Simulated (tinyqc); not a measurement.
Frequency dispersion of an accumulation capacitance by border traps, distributed model: two steps of the calculation.

Traps spread evenly through the insulator exchange electrons with the semiconductor by tunnelling, with tau(x) = t0 exp(2 ka x) at depth x from the interface. The admittance per area Y seen at depth x obeys dY/dx = -Y^2/(i w eps0 eox) + q Nb ln(1 + i w tau)/tau, with Y(0) = i w Cs and w = 2 pi f; the gate sees Y(tox) = G + i w C. Working variable y = Y/(i w), in uF/cm^2. Cox = eps0 eox/tox.

Inputs (values chosen for the exercise); permittivity close to that of zirconium oxide:
```
symbol,value,unit,meaning
eox,22.9,,relative permittivity of the insulator
tox,5.1,nm,insulator thickness
Cs,1.6,uF/cm^2,semiconductor capacitance in accumulation
Nb,6.5e18,cm^-3 eV^-1,density of border traps
ka,4.6,1/nm,decay constant of the wave function in the insulator
t0,3e-10,s,time constant of a trap at the interface
f,10000,Hz,frequency
xe,1.7,nm,depth down to which the steps are taken
```

Constants: q = 1.602176634e-19 C, eps0 = 8.8541878128e-14 F/cm where lengths are in cm. Results are converted to the units shown.

Question 1. Scales and lumped estimate. Cox; trap-free value 1/(1/Cox + 1/Cs); response depth d = ln(1/(w t0))/(2 ka), where w tau = 1; lumped estimate: all traps within d act as C_bt = q Nb d placed at d/2, so C = 1/{1/[1/(1/Cs + d/(2 eps0 eox)) + C_bt] + (tox - d/2)/(eps0 eox)}.

Wanted: Cox; trap-free C; d; C_bt; lumped C.

Answer 1.

Cox = 3.976 uF/cm^2
trap-free C = 1.141 uF/cm^2
d = 1.183 nm
C_bt = 0.1231 uF/cm^2
lumped C = 1.208 uF/cm^2

The traps within reach amount to 0.0770 Cs and lie in the first 23.2 % of the insulator.

Question 2. Midpoint steps through the active depth. In terms of y: dy/dx = -y^2/(eps0 eox) + s(x), s = q Nb ln(1 + z)/z, z = i w tau. 8 midpoint steps of h = xe/8: y_half = y + (h/2) y'(x, y), y(new) = y + h y'(x + h/2, y_half).

Give: x; s; y.

Answer 2.

```
point   x (nm)  s (uF/(cm^2 nm))     y (uF/cm^2)
0            0  0.10414+0.00000i  1.6000+0.0000i
1      0.21250  0.10414-0.00001i  1.5954+0.0000i
2      0.42500  0.10414-0.00005i  1.5909+0.0000i
3      0.63750  0.10414-0.00035i  1.5866+0.0000i
4      0.85000  0.10407-0.00244i  1.5824-0.0002i
5       1.0625  0.10056-0.01638i  1.5782-0.0016i
6       1.2750  0.05190-0.04157i  1.5704-0.0087i
7       1.4875  0.00951-0.01768i  1.5498-0.0148i
8       1.7000  0.00139-0.00424i  1.5258-0.0162i
```

Numbers from tinyqc (`OMP_NUM_THREADS=1 python tinyqc.py 2202120 2202121 out.jsonl`; about 0.3 s on one thread of a shared Intel Xeon 2.30GHz).
